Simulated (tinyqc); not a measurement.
What moves the results: hole subbands of a hard-walled well, four-band Luttinger model. A value that a table varies takes the place of the one given here.

Hole energies are counted downwards from the unstrained band edge, c = hbar^2/2m0. After the usual block transformation one block is H = [[P + Q - Zs, R - i S], [R + i S, P - Q + Zs]] in (heavy, light), with P +/- Q = c [(g1 +/- g2) k^2 + (g1 -/+ 2 g2) kz^2], R = sqrt(3) c gR k^2, S = 2 sqrt(3) c g3 k kz, kz = -i d/dz; axial approximation gR = (g2 + g3)/2. Zs = b (e_par - e_perp) is the shear part of the strain (the hydrostatic part shifts all levels alike and is left out). Basis sqrt(2/L) sin(n pi z/L), n = 1 to N, for each component: kz^2 gives (n pi/L)^2 and the heavy-light block is R delta_nm - 2 sqrt(3) c g3 k D_nm with D_nm = 4 n m/(L (n^2 - m^2)) for n + m odd, 0 otherwise. The other block has the same levels. The split-off band is left out.

Constants: hbar^2/2m0 = 3.80998211 eV angstrom^2.

Inputs chosen for the exercise (near those of GaSb; not measured data): g1 = 13.39 (Luttinger gamma1); g2 = 4.7 (gamma2); g3 = 6.01 (gamma3); L = 55 angstrom (well width along [001]); k = 0.0255 1/angstrom (wave vector in the plane); Zlist = (-0.2416, -0.1468, -0.0987, -0.031, 0, 0.0699, 0.1958) eV (shear strain energies (negative: tension in the plane, for b < 0)).

## Which coupling does what

shear strain energy Zs = -0.034628 eV
N = 20, at the given k. Diagonal: R = S = 0. Along [100] and [110] gR is g2 and g3 instead of their mean.

Hole energies (meV):

| model | E1 | E2 | E3 | E4 |
|---|---|---|---|---|
| diagonal | 129.04 | 270.20 | 277.84 | 525.83 |
| R alone | 125.40 | 273.84 | 277.21 | 525.57 |
| S alone | 118.31 | 168.30 | 360.51 | 462.93 |
| axial | 113.30 | 171.63 | 361.55 | 462.76 |
| [100] | 114.39 | 170.93 | 361.31 | 462.79 |
| [110] | 112.10 | 172.39 | 361.83 | 462.71 |

What can be read from the table?

The couplings move E1 by -15.74 meV: R alone by -3.65, S alone by -10.73, so S matters more at k L/pi = 0.45 (R grows as k^2 and joins equal n, S as k and joins n of opposite parity). Warping spreads E1 by 2.29 meV between [100] and [110], the hole being heavier along [110]; the axial value lies between them.

## Strain

N = 20. dE is the rise of the top subband from k = 0 to k1 = pi/(4L), m1 = c k1^2/dE (dash if dE is not positive), and the heavy weight is taken at k = pi/L.

Top subband:

| Zs (eV) | HH1 (meV) | LH1 (meV) | dE (meV) | heavy weight | m1 (m0) |
|---|---|---|---|---|---|
| -0.2416 | 291.2 | 41.7 | -1.424 | 0.171 | - |
| -0.1468 | 196.4 | 136.5 | -7.923 | 0.282 | - |
| -0.0987 | 148.3 | 184.6 | 7.164 | 0.364 | 0.108 |
| -0.0310 | 80.6 | 252.3 | 10.549 | 0.508 | 0.074 |
| 0.0000 | 49.6 | 283.3 | 10.828 | 0.580 | 0.072 |
| 0.0699 | -20.3 | 353.2 | 11.259 | 0.732 | 0.069 |
| 0.1958 | -146.2 | 479.1 | 11.763 | 0.894 | 0.066 |

What does this show?

HH1 and LH1 cross at Zs = -2 c g2 (pi/L)^2 = -0.1168 eV; for more negative Zs the light hole is on top. Among the rows with HH1 on top, m1 goes from 0.108 to 0.066 m0 as the splitting widens from 36 to 625 meV, against the unmixed 1/(g1 + g2) = 0.055: compression lightens the holes here. A dash marks a top subband whose hole energy at k1 lies below that at k = 0: an electron-like (negative) mass. m1 describes the neighbourhood of k = 0 only; where HH1 and LH1 lie close, the band may peak further out.

Computed by tinyqc, a small Python program: `OMP_NUM_THREADS=1 python tinyqc.py 1252572 1252573 out.jsonl` (the numbers bound the seed that draws the inputs); one thread of a shared host (Intel(R) Xeon(R) Processor @ 2.30GHz), about 0.2 s for the whole set of steps.
